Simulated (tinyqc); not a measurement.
Illuminated p-n diode, drift-diffusion by the Gummel loop with Scharfetter-Gummel fluxes: current against voltage in the dark.

Abrupt junction at x = 0, p side from -Lp, n side to Ln, ohmic contacts. psi is counted from the intrinsic level; n = ni exp((psi - phin)/Vt), p = ni exp((phip - psi)/Vt). Contacts: p side psi = V - Vt ln(Na/ni), p = Na, n = ni^2/Na; n side psi = Vt ln(Nd/ni), n = Nd, p = ni^2/Nd. Constant mobilities, D = mu Vt, Boltzmann statistics, SRH recombination through a mid-gap level, U = (n p - ni^2)/(tp (n + ni) + tn (p + ni)). Current is positive from the p contact to the n contact.

ni = sqrt(Nc Nv) exp(-Eg/(2 Vt)), Eg in volts. Poisson and both continuity equations are solved self-consistently with Scharfetter-Gummel fluxes on a graded mesh of 500 nodes. J_scr is q times the integral of U between -xp and xn. Ideal diffusion current J_id = q ni^2 [Dn coth(wp/Le)/(Le Na) + Dp coth(wn/Lh)/(Lh Nd)] (exp(V/Vt) - 1), Le = sqrt(Dn tn), Lh = sqrt(Dp tp), wp = Lp - xp, wn = Ln - xn, with xp and xn from the depletion approximation (W = sqrt(2 eps0 eps_r (Vbi - V)(1/Na + 1/Nd)/q), xp = W Nd/(Na + Nd), xn = W Na/(Na + Nd), Vbi = Vt ln(Na Nd/ni^2)). Ideality factor = 0.004 V/(Vt ln[J(V + 0.004 V)/J(V)]). Here G = 0.

Values chosen for this exercise; band and dielectric values those of a made-up semiconductor:
- T = 300 K (temperature)
- Eg = 1.64 eV (band gap)
- eps_r = 9.55 (relative permittivity)
- Nc = 9.55e17 cm^-3 (conduction-band density of states at T)
- Nv = 1.49e19 cm^-3 (valence-band density of states at T)
- Na = 5.5e16 cm^-3 (acceptor density of the p side)
- Nd = 5.8e15 cm^-3 (donor density of the n side)
- mun = 660 cm^2/(V s) (electron mobility)
- mup = 74 cm^2/(V s) (hole mobility)
- tn = 1e-9 s (SRH lifetime of electrons)
- tp = 2e-8 s (SRH lifetime of holes)
- Lp = 2.9 um (length of the p side)
- Ln = 4.7 um (length of the n side)
- G = 0 cm^-3 s^-1 (uniform generation rate)

Constants: q = 1.602176634e-19 C, kB = 1.380649e-23 J/K, Vt = kB T/q, eps0 = 8.8541878128e-14 F/cm where lengths are in cm. Results are converted to the units shown.

Result of one run:
columns A: V (V); B: J (A/cm^2); C: ideality factor; D: J_scr/J (%); E: J_id (A/cm^2); F: share recombining at the contacts (%); G: larger minority/doping at -xp and xn
```
A          B     C     D       E     F        G
1.12  0.0335  1.26  48.1  0.0174  10.8  0.00110
```

What becomes of these results when the bias of the p contact V is changed from 1.12 to 0.64 V, all else the same?

Result of the changed run:
columns A: V (V); B: J (A/cm^2); C: ideality factor; D: J_scr/J (%); E: J_id (A/cm^2); F: share recombining at the contacts (%); G: larger minority/doping at -xp and xn
```
A           B     C    D         E        F         G
0.64  7.98e-7  1.93  100  1.51e-10  0.00409  1.06e-11
```

The whole series:
columns A: V (V); B: J (A/cm^2); C: ideality factor; D: J_scr/J (%); E: J_id (A/cm^2); F: share recombining at the contacts (%); G: larger minority/doping at -xp and xn
```
A            B     C     D         E        F         G
0.27  4.97e-10  1.94   100  9.17e-17  4.08e-6  6.58e-18
0.39   5.41e-9  1.94   100  9.51e-15  3.86e-5  6.78e-16
0.52   7.22e-8  1.94   100  1.45e-12  4.39e-4  1.03e-13
0.64   7.98e-7  1.93   100  1.51e-10  0.00409  1.06e-11
0.76   8.98e-6  1.91  99.8   1.56e-8   0.0374   1.08e-9
0.88   1.05e-4  1.86  98.5   1.62e-6    0.329   1.10e-7
1      0.00141  1.67  88.1   1.68e-4     2.51   1.12e-5
1.12    0.0335  1.26  48.1    0.0174     10.8   0.00110
1.24      1.85  1.15  10.8      1.80     18.8    0.0861
```

J rises from 4.97e-10 to 1.85 A/cm^2; the ideality factor goes from 1.937 through a maximum of 1.944 (at V = 0.39 V among the rows listed) to 1.146. Recombination in the depleted layer carries over half of the current up to V = 1 V, where the factor is 1.67; it grows roughly as exp(V/2 Vt), so diffusion overtakes it. Where the factor is lowest (V = 1.24 V), J is 2.4 % above the ideal diffusion current.

Numbers from tinyqc (`OMP_NUM_THREADS=1 python tinyqc.py 2240140 2240141 out.jsonl`; about 1 s on one thread of a shared Intel Xeon 2.30GHz).
